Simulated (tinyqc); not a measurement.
## Short-channel transistor, virtual-source model with series resistance: effect of the threshold at zero drain voltage on the on and off currents

The current per gate width is the charge at the top of the source barrier (the virtual source) times its velocity times a saturation function; al and be are fitting constants of the model. Units: I in uA/um, Rs in ohm um, so I Rs = 1e-6 I Rs in volts; Q in uC/cm^2, so I = 1e-4 Q vx0 Fsat with vx0 in cm/s.

Intrinsic voltages Vg' = Vgs - I Rs, Vd' = Vds - 2 I Rs. n = n0 + nd Vd', VT = VT0 - dl Vd', Ff = 1/(1 + exp((Vg' - VT + al Vt/2)/(al Vt))), Q = Cinv n Vt ln(1 + exp((Vg' - VT + al Vt Ff)/(n Vt))), Vdsat = (vx0 L/mu)(1 - Ff) + Vt Ff, Fsat = u/(1 + u^be)^(1/be) with u = Vd'/Vdsat, and I = Q vx0 Fsat per width. I is solved self-consistently. Ion is I at Vgs = Vds = 0.9 V, Ioff at Vgs = 0, Vds = 0.9 V, and Rlin = Vds/I at Vgs = 0.9 V, Vds = 0.05 V.

Parameters, values chosen for the exercise: temperature T = 300 K; inversion capacitance Cinv = 1.54 uF/cm^2; velocity at the virtual source vx0 = 6.44e6 cm/s; apparent mobility mu = 800 cm^2/(V s); channel length L = 65 nm; drain-induced barrier lowering dl = 0.021 V/V; subthreshold factor n0 = 1.41; growth of n with drain voltage nd = 0.1 1/V; threshold shift (in units of Vt) from weak to strong inversion al = 3.5; sharpness of saturation be = 1.6; series resistance of each contact Rs = 200 ohm um.

Constants: q = 1.602176634e-19 C, kB = 1.380649e-23 J/K, Vt = kB T/q. Results are converted to the units shown.

Result of one run:

| VT0 (V) | Ion (uA/um) | Ioff (nA/um) | log10(Ion/Ioff) | Rlin (ohm um) |
|---|---|---|---|---|
| 0.4 | 423.7 | 20.18 | 4.322 | 515.2 |

What becomes of these results when the threshold at zero drain voltage VT0 is changed from 0.4 to 0.25 V, all else the same?

Result of the changed run:

| VT0 (V) | Ion (uA/um) | Ioff (nA/um) | log10(Ion/Ioff) | Rlin (ohm um) |
|---|---|---|---|---|
| 0.25 | 545.2 | 772.4 | 2.849 | 486.8 |

The whole series:

| VT0 (V) | Ion (uA/um) | Ioff (nA/um) | log10(Ion/Ioff) | Rlin (ohm um) |
|---|---|---|---|---|
| 0.15 | 626.2 | 6279 | 1.999 | 474.5 |
| 0.2 | 585.8 | 2324 | 2.401 | 480.2 |
| 0.25 | 545.2 | 772.4 | 2.849 | 486.8 |
| 0.3 | 504.7 | 238.6 | 3.325 | 494.6 |
| 0.35 | 464.2 | 70.37 | 3.819 | 503.9 |
| 0.4 | 423.7 | 20.18 | 4.322 | 515.2 |
| 0.45 | 383.2 | 5.691 | 4.828 | 529.2 |
| 0.5 | 342.8 | 1.589 | 5.334 | 546.8 |

As VT0 goes from 0.15 to 0.5 V, Ion falls from 626 to 343 uA/um, Ioff falls from 6280 to 1.59 nA/um and Rlin rises from 475 to 547 ohm um. Ion changes by a factor of 0.547 and Ioff by 2.53e-4. The off current depends on it through an exponential, the on current about linearly. For VT0 = 0.15 to 0.2 V the off current passes 1 uA/um, so the device is hardly off at Vgs = 0.

Program tinyqc, `OMP_NUM_THREADS=1 python tinyqc.py 2380122 2380123 out.jsonl`; Intel Xeon 2.30GHz, shared host, one thread, about 0.01 s.
